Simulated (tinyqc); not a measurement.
Worked calculation: donor near an oxide interface in a gate field (two-state model). Values are carried at full precision from step to step, so a last printed digit may differ when a step is redone from the rounded ones.

Interface at z = 0 (hard wall), donor at z = d, field F pulling electrons to the interface: potential e F z; 1 kV/cm = 1e-5 eV/angstrom, c = hbar^2/2m0, q = e^2/(4 pi eps0), Q = (eps - eo)/(eps + eo). Donor state: E_D = e F d - ED - q Q/(4 eps d), the last term joining the images of ion and electron. Interface state: z exp(-b z/2) exp(-rho^2/(2 L^2)) with E_z = c b^2/(4 mz) + 3 e F/b + q Q b/(8 eps), minimised over b; in the plane at z = 3/b the ion (distance D = d - 3/b) and its image (D' = d + 3/b) give E_rho = c/(mt L^2) - (q/eps)(sqrt(pi)/L)[erfcx(D/L) + Q erfcx(D'/L)], erfcx(x) = exp(x^2) erfc(x), minimised over L. E_I = E_z + E_rho.

Constants: hbar^2/2m0 = 3.80998211 eV angstrom^2; e^2/(4 pi eps0) = 14.39964547 eV angstrom.

Parameters, chosen for this exercise (near those of a donor in Si below SiO2, static dielectric constants; shifted at random, so the results belong to these values and not to a real crystal): d = 90 angstrom (depth of the donor); ED = 31 meV (bulk binding energy); mz = 0.912 m0 (mass across the interface); mt = 0.189 m0 (mass in the plane); eps = 11.6 (dielectric constant of the semiconductor); eo = 3.9 (dielectric constant of the oxide); F = 60.5 kV/cm (field in the semiconductor); aD = 20.3 angstrom (donor radius); v = 0.46 (valley factor).

## The interface state across the interface

Solve c b/(2 mz) - 3 e F/b^2 + q Q/(8 eps) = 0; give Q, b, the three terms of E_z and <z> = 3/b.

Q = 0.4968
b = 0.08457 1/angstrom

kinetic, field and image terms (meV): [7.47, 21.46, 6.52]

<z> = 35.5 angstrom

The image pushes the electron away from the oxide; without it <z> would be 31.4 angstrom.

## Binding in the plane

Give D, D', the best L, both terms and E_rho.

D, D' (angstrom): [54.5, 125.5]

L = 71.8 angstrom

kinetic and Coulomb terms (meV): [3.91, -19.77]

E_rho = -15.86 meV

The bottom of the well lies at -27.7 meV, so the level is 43 % of the way up; L/D = 1.32. Above the critical field the ionised donor would thus still hold its electron as a dot at the interface.

## Where the electron sits

The two states couple by t = t0 exp(-D/aD) with t0 = q/(eps aD) (2 aD/L) sqrt(aD b/2) v, v a valley factor; this form is an estimate. With detuning u = E_D - E_I the splitting is sqrt(u^2 + 4 t^2) and the lower state has weight (1 - u/sqrt(u^2 + 4 t^2))/2 on the donor.

Give E_D, E_I, t, the splitting and the donor weight.

E_D, E_I (meV): [21.74, 19.59]

t = 1.00 meV
splitting = 2.94 meV
donor weight = 0.135

The electron is shared; the contact hyperfine coupling scales with the donor weight. With this t, the tunnelling time pi hbar/(2t) at a crossing would be 1.03 ps (hbar = 6.58212e-16 eV s); here the detuning is 2.14 t.

## Critical field

Find F at which E_D = E_I; compare the rule e F d = ED. The crossing width is 4t/(e D), with t and D formed anew at that field.

critical field = 56.3 kV/cm
ED/(e d) = 34.4 kV/cm
width = 7.8 kV/cm

The confinement energy E_z = 33.9 meV raises the field needed and the attraction E_rho = -16.0 meV lowers it; the result is 1.63 times the simple rule.

## Checks

- E_z without images against 1.5 x 6^(2/3)/2 (c (e F)^2/mz)^(1/3), meV: both 28.53.
- E_rho from the radial equation in the full Coulomb well against the Gaussian trial function, meV: -16.0 against -15.9.

(tinyqc, `OMP_NUM_THREADS=1 python tinyqc.py 1250713 1250714 out.jsonl`, Intel(R) Xeon(R) Processor @ 2.30GHz, 1 thread, shared host, about 0.05 s.)
